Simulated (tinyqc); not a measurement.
Worked calculation: quantum well in an electric field by finite differences. Values are carried at full precision from step to step, so a last printed digit may differ when a step is redone from the rounded ones.

Finite differences on points z_i at the centres of cells of width h: H_ii = (c/h^2)(1/m_(i-1/2) + 1/m_(i+1/2)) + V_i, H_(i,i+1) = -(c/h^2)/m_(i+1/2), where m_(i+1/2) is the mean of the masses at the two points (the end values are repeated outwards), psi = 0 on the points beyond both ends, c = hbar^2/2m0. The field adds e F (z - z0) with z0 the middle of the structure; 1 kV/cm = 1e-5 eV/angstrom.

Constants: hbar^2/2m0 = 3.80998211 eV angstrom^2.

Values chosen for the exercise (near those of a GaAs well in AlGaAs; the results hold for these values, not for the real material):
- layers = ((78, 0.219, 0.0894), (130, 0, 0.0658), (78, 0.219, 0.0894)) (each layer: thickness in angstrom, band edge in eV, mass in m0)
- F = 31 kV/cm (field along z)
- h = 26 angstrom (cell width of the coarse grid)
- hf = 1.625 angstrom (cell width of the fine grid)

## The coarse grid

List the points, the potential with the field, and the masses.

Grid:
```
i   z (angstrom)   V (eV)  m (m0)
1           13.0   0.1787  0.0894
2           39.0   0.1868  0.0894
3           65.0   0.1948  0.0894
4           91.0  -0.0161  0.0658
5          117.0  -0.0081  0.0658
6          143.0   0.0000  0.0658
7          169.0   0.0081  0.0658
8          195.0   0.0161  0.0658
9          221.0   0.2432  0.0894
10         247.0   0.2512  0.0894
11         273.0   0.2593  0.0894
```

## The tridiagonal Hamiltonian

Form the diagonal and the neighbouring elements; V in the grid already includes the field.

diagonal H_ii (eV): 0.3048  0.3128  0.3305  0.1422  0.1632  0.1713  0.1794  0.1744  0.3789  0.3773  0.3854

H_(i,i+1) (eV): -0.0630  -0.0630  -0.0726  -0.0857  -0.0857  -0.0857  -0.0857  -0.0726  -0.0630  -0.0630

## Lowest levels on the coarse grid

Diagonalise the symmetric tridiagonal matrix; give the three lowest levels and the weights u_i^2 (sum 1) of the two lowest.

levels (eV): 0.0154  0.0684  0.1444

weights on the points:
```
             1      2      3      4      5      6      7      8      9     10     11
level 1  0.000  0.001  0.011  0.190  0.309  0.274  0.157  0.056  0.002  0.000  0.000
level 2  0.000  0.002  0.025  0.280  0.104  0.030  0.280  0.264  0.016  0.001  0.000
```

## Halving the cell width

The same with h, h/2, ..., h/32. The end points move with h, since psi vanishes half a cell beyond the structure. Richardson value (4 E(h/32) - E(h/16))/3.

Convergence:
```
cell (angstrom)  points  E1 (eV)  E2 (eV)  E1 - finest (meV)
26.0000              11  0.01542  0.06839             -3.314
13.0000              22  0.01776  0.07696             -0.977
6.5000               44  0.01848  0.07947             -0.254
3.2500               88  0.01867  0.08013             -0.061
1.6250              176  0.01872  0.08029             -0.012
0.8125              352  0.01873  0.08033              0.000
```

Richardson values of E1, E2 (eV): 0.01874  0.08035

The coarse grid is 3.3 meV too low in E1. The last differences between rows shrink by a factor 4.0 (4 for a pure h^2 error, 2 for one linear in h).

## Positions and dipoles on the fine grid

With h sum psi^2 = 1: <z - z0> of three levels, |z_12| and |z_13|, the mass m1 from 1/m1 = <1|1/m|1>, and f_1j = (m1/c)(E_j - E_1) z_1j^2.

levels (eV): 0.0187  0.0803  0.1728

<z - z0> (angstrom): -9.5  1.6  -4.7

|z_12|, |z_13| (angstrom): 29.93  2.28

m1 = 0.0662 m0

f_12, f_13: 0.959  0.014

Parity is broken, so the 1-3 transition is allowed, with 0.014 times the strength of 1-2. E2 - E1 = 61.6 meV, a wavelength of 20.1 micrometre (hc = 1239.841984 eV nm).

## Checks

- E1 at zero field on the grid h/32 against transfer matrices between the same hard ends, eV: both 0.0202.

(tinyqc, `OMP_NUM_THREADS=1 python tinyqc.py 1280185 1280186 out.jsonl`, Intel(R) Xeon(R) Processor @ 2.30GHz, 1 thread, shared host, about 0.02 s.)
